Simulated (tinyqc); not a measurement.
Inside a calculation. Model: decay of LO phonons and the hot-phonon bottleneck in the cooling of electrons. Computed by tinyqc, a small Python program that keeps every step. Command: `OMP_NUM_THREADS=1 python tinyqc.py 3016589 3016590 out.jsonl hotphonon walk`. One thread of a shared host (Intel(R) Xeon(R) Processor @ 2.30GHz), about 0.01 s of CPU time with the checks. Intermediate numbers are printed to about 6 digits and carried at full precision; extremes and crossings named in words are read from the listed rows.

n(E, T) = 1/(exp(E/(k_B T)) - 1) is the Bose occupation. Electrons have a temperature T_e; the LO modes within their reach share one occupation N; the decay products stay at the lattice temperature.

Inputs (values chosen for the exercise, modelled on gallium nitride):
```
quantity,value,unit
LO energy hbar omega,94.7,meV
"lifetime at T = 0, tau_0",1.7,ps
share f of the energy in the softer product,0.23,-
lattice temperature T,77,K
electron mass m*,0.204,m_0
eps_inf,5.33,-
static dielectric constant eps_s,9.36,-
electron density n,1.4e+19,1/cm^3
"density of LO modes that the electrons reach, N_m",6.5e+18,1/cm^3
power supplied per electron P,0.4,nW
step factor,0.8,-
```

Decay channel: two unequal phonons (Ridley).

Constants: k_B = 8.617333262e-05 eV/K; c = 299792458 m/s; e^2/(4 pi eps_0) = 14.39964548 eV angstrom; hbar^2/(2 m_0) = 3.80998212 eV angstrom^2; hbar = 6.582119569e-16 eV s; e = 1.602176634e-19 C; k_B = 1.380649e-23 J/K.

## Lifetime and Raman width

Decay rate 1/tau = (1/tau_0) [1 + n(f hbar omega) + n((1 - f) hbar omega)]. Full width Gamma = 1/(2 pi c tau) in 1/cm, c in cm/s.

thermal factor tau_0/tau = 1.03901

phonon lifetime tau = 1.63617 ps

Raman width Gamma = 3.24467 1/cm

equilibrium LO occupation N_0 = 6.33472e-07

Spontaneous decay rules: the products are hardly occupied.

## Spontaneous emission time

Froehlich coupling alpha = (e^2/(4 pi eps_0)) (1/eps_inf - 1/eps_s) k_0/(2 hbar omega), k_0 = sqrt(m* hbar omega/(hbar^2/(2 m_0))); emission time tau_sp = hbar/(2 alpha hbar omega); bottleneck ratio r = (n/N_m) tau/tau_sp.

alpha = 0.437323

emission time tau_sp = 7.94664 fs

bottleneck ratio r = 443.465

r compares the rate at which electrons exchange quanta with a mode to its decay rate. Exchange outruns decay, so a hot population builds up if the power is high enough.

## Electron and phonon temperatures in closed form

Net emission per electron: [(N + 1) x - N]/tau_sp with x = exp(-hbar omega/(k_B T_e)), a simple two-level balance; steady state of the modes: n [(N + 1) x - N]/tau_sp = N_m (N - N_0)/tau; power per electron P = hbar omega [(N + 1) x - N]/tau_sp. With p = P tau_sp/(hbar omega): N = N_0 + r p and x = (p + N)/(N + 1); without hot phonons N = N_0. The mode temperature T_LO solves n(hbar omega, T_LO) = N.

reduced power p = 2.09500e-04

LO occupation N = 0.0929064

electron temperature T_e = 446.228 K

T_e without hot phonons = 129.780 K

mode temperature T_LO = 445.820 K

Hot phonons raise T_e by 316 K. T_LO lies close to T_e: electrons and LO modes form one hot system, cooled only by the decay. Caution: the electrons are degenerate; Pauli blocking and the Fermi energy, left out here, matter.

## The same balance by iteration

Eliminating N gives P(T_e) = (hbar omega/tau_sp) [(N_0 + 1) x - N_0]/[1 + r (1 - x)]. Newton steps on ln P against ln T_e, times the step factor, each limited to 0.7 in ln T_e and to keeping a fifth of T_e - T; start at 1.5 T; stop when |ln(P/P(T_e))| < 1e-9 or after 40 steps.

Iterations:
```
step,T_e (K),P(T_e) (nW),ln(P/P(T_e))
0,115.500,3.14155e-04,7.14933e+00
1,209.596,2.28142e-02,2.86408e+00
2,323.704,1.49080e-01,9.86981e-01
3,405.296,3.05666e-01,2.68970e-01
4,436.468,3.76693e-01,6.00352e-02
5,444.191,3.95097e-01,1.23330e-02
6,445.817,3.99009e-01,2.48052e-03
7,446.145,3.99801e-01,4.96667e-04
8,446.211,3.99960e-01,9.93560e-05
9,446.224,3.99992e-01,1.98721e-05
10,446.227,3.99998e-01,3.97446e-06
11,446.228,4.00000e-01,7.94893e-07
12,446.228,4.00000e-01,1.58979e-07
13,446.228,4.00000e-01,3.17957e-08
14,446.228,4.00000e-01,6.35915e-09
15,446.228,4.00000e-01,1.27183e-09
16,446.228,4.00000e-01,2.54366e-10
```

converged (1 yes, 0 no) = 1

T_e from the iteration = 446.228 K

Converged at step 16.

## Energy relaxation with and without hot phonons

P(T_e) = (hbar omega/tau_sp) [(N_0 + 1) x - N_0]/[1 + r (1 - x)], and r = 0 without hot phonons; energy relaxation time tau_E = (3/2) k_B (T_e - T)/P.

Cooling:
```
T_e (K),"P, cold phonons (nW)","P, hot phonons (nW)",ratio,tau_E (ps),N
107,0.0649265,1.46083e-04,444.450,4253.01,3.45633e-05
157,1.74044,0.00391937,444.061,422.716,9.10963e-04
227,15.0780,0.0341934,440.963,90.8496,0.00794255
377,103.493,0.246162,420.427,25.2391,0.0571753
577,284.265,0.751148,378.440,13.7854,0.174465
877,545.346,1.71600,317.801,9.65488,0.398567
1380,861.055,3.52209,244.473,7.66158,0.818057
2080,1125.70,6.15115,183.006,6.74371,1.42869
```

Reabsorption cuts the loss by a factor 444 at the lowest T_e and 183 at the highest; the factor is 1 + r (1 - x) with r = 443. tau_E runs from 4300 to 6.7 ps, with its shortest value, 6.7 ps, at T_e = 2080 K, against tau_sp = 7.9 fs and a phonon lifetime of 1.6 ps. For r (1 - x) much above 1 the loss tends to hbar omega (N_m/n)(n(hbar omega, T_e) - N_0)/tau, in which tau_sp no longer appears. In the coldest rows the electrons are degenerate, so (3/2) k_B (T_e - T) overstates their excess energy. Pauli blocking is left out, as are upper valleys and non-parabolic bands, which can matter above about 1000 K.

Checks made by the program: iteration against the closed form (relative difference 1e-10).
